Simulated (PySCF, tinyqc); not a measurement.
Inside a calculation. Method: RKS/exchange-only LDA in the sto-3g basis, for Li-, spin multiplicity 1. The basis has no diffuse functions, so it cannot describe the extra electron: this is an exercise in the method, not the real anion. The lowest restricted solution is unstable here: a spin-polarised one lies 0.0011 hartree lower (PySCF). One step of it, computed by the program tinyqc.

Task: Iteration 2: DIIS coefficients. Solve [B -1; -1 0][c; lambda] = [0; -1] for the coefficients, which sum to one.

B (overlaps of the stored error matrices):
```
[[1.2128769e-01, 1.3553452e-02],
 [1.3553452e-02, 1.5145484e-03]]
```

Give: DIIS coefficients.

Result:

DIIS coefficients: [-0.1258, 1.1258]
